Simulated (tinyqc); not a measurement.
# Keating valence-force model of a tetrahedral crystal, step by step

A worked calculation. Computed by tinyqc, a small Python program that keeps every step. Command: `OMP_NUM_THREADS=1 python tinyqc.py 3014640 3014641 out.jsonl keating walk`. One thread of a shared host (Intel(R) Xeon(R) Processor @ 2.30GHz), about 0.02 s of CPU time with the checks. Intermediate numbers are printed to about 7 digits and carried at full precision; extremes and crossings named in words are read from the listed rows.

Atom A sits at 0 and atom B at a/4 (1,1,1) of an fcc lattice; the four bonds from A are t = a/4 (1,1,1), a/4 (1,-1,-1), a/4 (-1,1,-1), a/4 (-1,-1,1), of length d = sqrt(3) a/4. Energy: E = (3 alpha/(8 d^2)) sum over bonds (r.r - d^2)^2 + (3 beta/(8 d^2)) sum over pairs of bonds at one atom (r_i.r_j + d^2/3)^2, with beta_A for the six pairs at A and beta_B for the six at B. The cell holds two atoms, Omega = a^3/4. 1 N/m = 1 J/m^2. With constants fitted to the elastic moduli this model puts optical and zone-boundary frequencies of real crystals too high, by up to about 20 % in elemental crystals and up to about 50 % in compounds, and mostly by more for TA modes; in compounds the lattice part of the static dielectric constant then comes out too low.

Inputs (values chosen for the exercise, modelled on gallium phosphide):

| quantity | value | unit |
|---|---|---|
| lattice constant a | 5.451 | angstrom |
| mass M_A | 69.72 | u |
| mass M_B | 30.97 | u |
| bond stretching alpha | 46.2 | N/m |
| bond bending beta_A | 10.1 | N/m |
| bond bending beta_B | 13 | N/m |
| Born charge Z* | 2.04 | e |
| eps_inf | 9.37 | - |
| mesh divisions n | 6 | - |
| temperature T | 77 | K |

Structure: zinc blende.

wave vector q (2 pi/a): 0.58  0.18  0.25

Constants: 1 eV/angstrom^2 = 16.02176634 J/m^2; nu for 1 eV/(angstrom^2 u) = 15.6333042 THz; 1 THz = 33.35640952 1/cm; e^2/(4 pi eps_0) = 14.39964548 eV angstrom; u = 1.6605390666e-27 kg; h x 1 THz = 4.135667696 meV; k_B = 8.617333262e-05 eV/K.

## Dynamical matrix at q

With displacements u exp(i q.r), each bracket changes by g.u, where g = (g_A, g_B): bond t, g = (-2 t, 2 t exp(i q.t)); pair (i, j) at A, g = (-(t_i + t_j), t_i exp(i q.t_j) + t_j exp(i q.t_i)); pair at B, g = (-t_i exp(-i q.t_j) - t_j exp(-i q.t_i), t_i + t_j). Then D_mn = sum over the 4 bonds and 12 pairs of (4 k/a^2) conj(g_m) g_n / sqrt(M_m M_n), with k = alpha or beta converted to eV/angstrom^2. Only the short-range forces enter; the Coulomb field of the charges is left out.

D(q) (eV/(angstrom^2 u)):
```
                       A x                    A y                    A z                    B x
A x              0.2298733   0.0060400+0.0089947i   0.0079707+0.0059603i  -0.1687199+0.0261755i
A y   0.0060400-0.0089947i              0.2118839   0.0044095-0.0015468i   0.0379159-0.0419316i
A z   0.0079707-0.0059603i   0.0044095+0.0015468i              0.2110896   0.0540580-0.0294106i
B x  -0.1687199-0.0261755i   0.0379159+0.0419316i   0.0540580+0.0294106i              0.5059045
B y   0.0379159+0.0419316i  -0.1687199-0.0261755i   0.0121823+0.1305074i   0.0105641+0.0157319i
B z   0.0540580+0.0294106i   0.0121823+0.1305074i  -0.1687199-0.0261755i   0.0139409+0.0104246i

                       B y                    B z
A x   0.0379159-0.0419316i   0.0540580-0.0294106i
A y  -0.1687199+0.0261755i   0.0121823-0.1305074i
A z   0.0121823-0.1305074i  -0.1687199+0.0261755i
B x   0.0105641-0.0157319i   0.0139409-0.0104246i
B y              0.4744407   0.0077122+0.0027054i
B z   0.0077122-0.0027054i              0.4730514
```

## Frequencies at q

Diagonalise the Hermitian matrix D. An eigenvalue lambda of D in eV/(angstrom^2 u) gives nu = 15.6333042 THz x sqrt(lambda). The weight on A is the sum of |e|^2 over the three components of atom A.

frequencies (THz): 3.89879  4.29284  6.42640  11.67577  12.20990  12.42712

weights on atom A: 0.7360854  0.7454856  0.8423956  0.1740690  0.2636088  0.2383555

The top mode has 24 % of its weight on A, the heavier atom.

## Elastic constants and internal strain

beta = (beta_A + beta_B)/2; C11 = (alpha + 3 beta)/a, C12 = (alpha - beta)/a, C44 = 4 alpha beta/(a (alpha + beta)); with the two sublattices clamped C44(0) = (alpha + beta)/a; internal-strain parameter zeta = (alpha - beta)/(alpha + beta); B = (C11 + 2 C12)/3.

C11 = 148.3214 GPa

C12 = 63.56632 GPa

C44 = 67.80407 GPa

clamped C44(0) = 105.9439 GPa

internal-strain parameter zeta = 0.6

bulk modulus B = 91.81802 GPa

Letting the sublattices shift lowers C44 by 36 %, which is zeta^2. A shear is shared between bond lengths and angles. The model fixes 2 C44 (C11 + C12)/((C11 - C12)(C11 + 3 C12)) = 1.000 whatever alpha and beta are.

## Optical mode at the zone centre

beta = (beta_A + beta_B)/2; mu = M_A M_B/(M_A + M_B); lambda = 4 (alpha + beta)/mu with the springs in eV/angstrom^2; nu = 15.6333042 THz x sqrt(lambda).

reduced mass mu = 21.44432 u

nu_TO at G = 12.81874 THz

the same as a wavenumber = 427.5873 1/cm

## LO-TO splitting

The long-range field adds 4 pi Z*^2 (e^2/(4 pi eps_0))/(eps_inf Omega mu) to lambda for the longitudinal mode at q -> 0; lambda = (nu/15.6333042 THz)^2; eps_0 = eps_inf (nu_LO/nu_TO)^2 (Lyddane-Sachs-Teller; here eps_0 is the static dielectric constant).

nu_LO at G = 13.67263 THz

static dielectric constant = 10.65989

The splitting is 6.7 % of nu_TO, and the lattice adds 1.29 to the dielectric constant.

## Frequencies at the zone boundary

The formulas are those given above.

Frequencies (THz) at points given in 2 pi/a:

| point | nu 1 | nu 2 | nu 3 | nu 4 | nu 5 | nu 6 |
|---|---|---|---|---|---|---|
| X (1, 0, 0) | 5.172333 | 5.172333 | 7.868829 | 11.56192 | 11.72890 | 11.72890 |
| L (0.5, 0.5, 0.5) | 3.707951 | 3.707951 | 7.632683 | 11.38066 | 12.27075 | 12.27075 |
| W (1, 0.5, 0) | 5.520934 | 5.956441 | 7.109235 | 10.66672 | 11.84138 | 12.39913 |
| K (0.75, 0.75, 0) | 4.801128 | 6.146580 | 7.276955 | 10.79134 | 11.88568 | 12.33119 |

At X the two longitudinal modes are split (7.87 and 11.56 THz) because each moves one sublattice alone.

## Lowest frequency at X

Take the lowest frequency at X = (1, 0, 0) 2 pi/a, the transverse acoustic (TA) mode.

TA frequency at X = 5.172333 THz

## Transverse acoustic branch against its sound line

The sound line is nu = v q/(2 pi) with v = sqrt(C44/rho), rho = (M_A + M_B)/Omega; the clamped line uses C44(0).

Frequencies (THz) along G-X:

| q (2 pi/a) | lowest branch | sound line, relaxed C44 | sound line, clamped C44(0) | third-lowest frequency | highest frequency |
|---|---|---|---|---|---|
| 0.05 | 0.371470 | 0.371696 | 0.464620 | 0.549412 | 12.81448 |
| 0.15 | 1.108958 | 1.115089 | 1.393861 | 1.640200 | 12.78023 |
| 0.30 | 2.180318 | 2.230178 | 2.787722 | 3.226064 | 12.66329 |
| 0.45 | 3.172237 | 3.345267 | 4.181584 | 4.702128 | 12.46603 |
| 0.60 | 4.033643 | 4.460356 | 5.575445 | 6.007237 | 12.19442 |
| 0.75 | 4.699557 | 5.575445 | 6.969306 | 7.060101 | 11.92620 |
| 0.90 | 5.093736 | 6.690534 | 8.363167 | 7.728166 | 11.76325 |
| 1.00 | 5.172333 | 7.433927 | 9.292408 | 7.868829 | 11.72890 |

At small q the branch follows the relaxed line (0.999 of it, against 0.800 of the clamped one): in a long shear wave the sublattices shift against each other. At X it reaches 70 % of the relaxed line. Real tetrahedral semiconductors have flatter TA branches than a Keating model fitted to their elastic constants, which needs longer-ranged terms to mend.

## Thermal sums on a mesh

Mesh: q = sum_i (m_i + 1/2)/n b_i, m_i = 0..n-1, with b = [[-1, 1, 1], [1, -1, 1], [1, 1, -1]] in 2 pi/a; sums over the six modes are averaged over the n^3 points and halved, per atom. With x = h nu/(k_B T) and n = 1/(exp(x) - 1) for each mode: F = k_B T [x/2 + ln(1 - exp(-x))], U = k_B T x (n + 1/2), S/k_B = x n - ln(1 - exp(-x)), C/k_B = x^2 n (n + 1). The acoustic share counts the three lowest modes at each q; zero-point energy = sum h nu/2.

free energy F = 52.21393 meV/atom

entropy S = 0.3700103 k_B/atom

heat capacity C = 0.7665605 k_B/atom

acoustic share of C = 0.9362125

zero-point energy = 52.93054 meV/atom

C is 26 % of the classical value; the optical modes are still largely frozen out.

Checks made by the program: slopes of the acoustic branches along [110] against C11, C12 and the relaxed C44 (relative difference 1e-06); zone-centre optical mode against D(q = 0) (relative difference below 1e-10); longitudinal modes at X against the diagonal of D (relative difference below 1e-10).
